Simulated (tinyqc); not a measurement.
Sublattice potential against complex hopping: Haldane model. Computed by the program tinyqc. Command: `OMP_NUM_THREADS=1 python tinyqc.py 110206 110207 out.jsonl`; one thread of a shared host (Intel(R) Xeon(R) Processor @ 2.60GHz), about 0.07 s.

Honeycomb lattice:
```
parameter      value
t1 (eV)     2.830000
t2 (eV)     0.510000
phi (rad)  -1.890000
```

H_AA = delta - 2 t2 sum cos(k.b + phi), H_BB = -delta - 2 t2 sum cos(k.b - phi), H_AB = -t1 (1 + exp(-i k.a1) + exp(-i k.a2)), b = a1, a2 - a1, -a2, m = 3 sqrt3 t2 sin(phi); the sign of the Chern number follows the orientation k1 then k2.

Gaps at the two valleys (eV) and Chern number of the lower band (12 x 12 mesh):
```
delta   gap 2|delta - m|  gap 2|delta + m|  Chern number
-4.529             4.026            14.090             0
-3.271             1.510            11.574             0
-1.510             2.012             8.052             1
0.000              5.032             5.032             1
1.006              7.044             3.020             1
1.887              8.806             1.258             1
3.145             11.322             1.258             0
5.032             15.096             5.032             0
```

Here |m| = 2.5162 eV. For |delta| < |m| the two valleys have masses of opposite sign and the Chern number is +/-1; one gap closes at |delta| = |m|, and beyond it the band is trivial.
